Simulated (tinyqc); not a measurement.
Five forms on the same table: equation-of-state fits to an energy-volume table made by a known binding curve. Computed by tinyqc, a small Python program. Command: `OMP_NUM_THREADS=1 python tinyqc.py 3031313 3031314 out.jsonl eosfit walk`. One thread of a shared host (Intel(R) Xeon(R) Processor @ 2.30GHz), about 0.03 s of CPU time with the checks.

With x = (V/V_0)^(1/3), the energy per atom is E = -D [1 + eta (x - 1)] exp(-eta (x - 1)), so that B0 = D eta^2/(9 V_0) and B' = 1 + 2 eta/3. B' = dB/dP at P = 0.

Inputs (values chosen for the exercise, for a model crystal): cohesive energy D = 3.52 eV/atom; true volume V_0 = 24 angstrom^3/atom; stiffness eta = 3.87; half-width of the volume window w = 0.04; shift of the window centre s = 0.021; points N = 5; compression V/V_0 for the pressure test = 0.85; noise amplitude = 0.035 meV.

Binding curve: universal binding. Noise: added.

Constants: 1 eV/angstrom^3 = 160.2176634 GPa.

Method:
- B0 and B' from the formulas above; P = -dE/dV at V = c V_0 (c the compression chosen), from the curve itself.
- Table: V_j = V_0 [1 + s + w (2 j/(N - 1) - 1)], j = 0..N-1, rounded to 0.001; E_j from the curve plus the noise amplitude times the listed numbers xi_j (xi_0 first), rounded to 1e-7 eV.
- Murnaghan: E = E0 + (B0 V/B') [(V0/V)^B'/(B' - 1) + 1] - B0 V0/(B' - 1), P = (B0/B') [(V0/V)^B' - 1].
- Birch-Murnaghan: E = E0 + (9 V0 B0/16) [y^3 B' + y^2 (2 - 4 y)], y = (V0/V)^(2/3) - 1; P = (3 B0/2) (x^7 - x^5) [1 + (3/4)(B' - 4)(x^2 - 1)], x = (V0/V)^(1/3).
- Vinet: E = E0 + (9 B0 V0/h^2) {1 + [h (1 - x) - 1] exp(h (1 - x))}, P = 3 B0 (1 - x) x^-2 exp(h (1 - x)), x = (V/V0)^(1/3), h = (3/2)(B' - 1).
- All are least-squares fits to the energies; for polynomials in V, B0 = V E'' and B' = -1 - V E'''/E'' at the minimum.

numbers xi_j, drawn evenly from -1 to 1: [-0.0136, -0.8099, -0.8450, -0.1548, 0.7754]

exact B0 = 39.1040 GPa

exact B' = 3.58

exact pressure at c V_0 = 8.45466 GPa

Table:
```
V (angstrom^3)      E (eV)
23.544          -3.5189118
24.024          -3.5200254
24.504          -3.5187784
24.984          -3.5153763
25.464          -3.5100226
```

Fitted values:
```
form             V0 (angstrom^3)  B0 (GPa)       B'  P at c V_0 (GPa)
exact                     24.000    39.104   3.5800            8.4547
parabola in V             24.005    35.984  -1.0000                 -
cubic in V                24.004    39.541   3.3170                 -
Murnaghan                 24.003    39.608   3.8400            8.9458
Birch-Murnaghan           24.003    39.599   3.7636            8.7390
Vinet                     24.003    39.597   3.7404            8.6786
```

What follows from these numbers?

In B0 the cubic in V form comes closest (+1.12 %) and the parabola in V form misses most (-7.98 %). A parabola in V has no third derivative, so its B' is -1 by construction. At c V_0, beyond the window, the pressure errors are Murnaghan +5.8 %, Birch-Murnaghan +3.4 %, Vinet +2.6 %; Murnaghan keeps B linear in P and so runs too stiff under compression.

Extremes, crossings and ranges named in words are read from the listed rows.
